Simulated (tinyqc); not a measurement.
# Random telegraph noise from one oxide trap in a small MOSFET: what changes with what

An acceptor-like trap exchanges electrons with the channel. Inversion charge Q = Cox u, u = n Vt W0(exp((Vg - VT)/(n Vt))), W0 the Lambert function, n = nf, Cox = eps0 eox/tox; linear regime Id = (W/L) mu Q Vd. Relative to threshold the surface potential rises by Vt ln(u/u0) and the oxide voltage by the rest of Vg - VT, with u0 = n Vt W0(1).

Inputs (values chosen for the exercise); values of the order met in silicon transistors:
- T = 300 K (temperature)
- eox = 25.7 (relative permittivity of the gate insulator (close to zirconium oxide))
- tox = 5.7 nm (insulator thickness)
- xt = 2.5 nm (depth of the trap from the channel interface)
- E0 = 0.07 eV (trap level above the channel Fermi level at threshold)
- s0 = 1e-15 cm^2 (capture prefactor)
- EB = 0.38 eV (capture barrier (lattice relaxation))
- lt = 0.16 nm (tunnelling decay length)
- vth = 1.1e7 cm/s (thermal velocity)
- zi = 2.9 nm (thickness of the inversion layer)
- VT = 0.2 V (threshold voltage)
- nf = 1.33 (body factor)
- W = 160 nm (gate width)
- L = 160 nm (gate length)
- mu = 110 cm^2/(V s) (mobility)
- asc = 0 V s (scattering coefficient of the charged trap)
- Vd = 0.05 V (drain voltage)
- Vg = 0.34 V (gate voltage)

Constants: q = 1.602176634e-19 C, kB = 1.380649e-23 J/K, Vt = kB T/q, eps0 = 8.8541878128e-14 F/cm where lengths are in cm. Results are converted to the units shown.

Each table varies one quantity; the others keep the values above.

## Time constants and noise against gate voltage

N = Cox u/q; dpsi = Vt ln(u/u0); E = E0 - dpsi - (xt/tox)(Vg - VT - dpsi); capture time tc = 1/[(N/zi) vth s0 exp(-xt/lt - EB/Vt)]; emission time te = tc exp(-E/Vt); occupancy te/(tc + te). A = W L; threshold step dV = q (1 - xt/tox)/(Cox A); gm/Id = 1/(u + n Vt); relative step dI/I = (gm/Id) dV + asc mu/A. fc = (1/tc + 1/te)/(2 pi); rms = (dI/I) sqrt(tc te)/(tc + te).

Results:
```
Vg (V)     E (eV)  tc (s)  te (s)  occupancy  dI/I (%)    fc (Hz)  rms dI/I (%)
0.07      0.17398   20392  24.358  0.0011931   0.25039  0.0065417     0.0086436
0.19     0.077170  971.30  49.085   0.048105   0.17435  0.0034063      0.037309
0.25     0.036723  366.85  88.628    0.19458   0.11430  0.0022296      0.045249
0.31    0.0011452  193.79  185.40    0.48893  0.076492  0.0016797      0.038237
0.37    -0.031582  124.59  422.71    0.77235  0.055052  0.0016539      0.023084
0.43    -0.062659  89.746  1013.1    0.91862  0.042193  0.0019305      0.011536
0.49    -0.092711  69.376  2504.3    0.97304  0.033885  0.0023576     0.0054878
0.55     -0.12208  56.214  6319.7    0.99118  0.028163  0.0028564     0.0026327
```

Estimate the missing row, Vg = 0.13 V.

Computed row:
```
Vg (V)   E (eV)  tc (s)  te (s)  occupancy  dI/I (%)    fc (Hz)  rms dI/I (%)
0.13    0.12371  3911.9  32.676  0.0082839   0.22932  0.0049114      0.020785
```

With this row back in the table: tc falls from 20400 to 56.2 s as the channel fills and te rises from 24.4 to 6320 s; they are equal at Vg = 0.312 V, where E = 0. The rms noise goes from 0.00864 through a maximum of 0.0452 (at Vg = 0.25 V among the rows listed) to 0.00263 %. The slope -Vt d ln(tc/te)/dVg is 0.838 between the first two rows and 0.489 between the last two; it tends to xt/tox = 0.439 only when the surface potential stops moving.

## Effect of the gate length

Same model as above.

The same in every row: E (eV) = -0.01548; tc (s) = 152.6; te (s) = 277.7; occupancy = 0.6454; fc (Hz) = 0.001616.

Results:
```
L (nm)  dI/I (%)  rms dI/I (%)
15        0.6860        0.3282
25        0.4116        0.1969
41        0.2510        0.1201
110      0.09355       0.04475
180      0.05717       0.02735
300      0.03430       0.01641
500      0.02058      0.009846
```

Estimate the missing row, L = 67 nm.

Computed row:
```
L (nm)  dI/I (%)  rms dI/I (%)
67        0.1536       0.07348
```

With this row back in the table: As L goes from 15 to 500, tc stays at 153 s, te stays at 278 s and dI/I falls from 0.686 to 0.0206 %. The step goes as 1/(W L), while the times do not depend on the size.

Range of the model: VT is taken as given; short-channel effects and the uneven flow of current among few electrons are left out.

Program tinyqc, `OMP_NUM_THREADS=1 python tinyqc.py 2710118 2710119 out.jsonl`; Intel Xeon 2.30GHz, shared host, one thread, about 0.01 s.
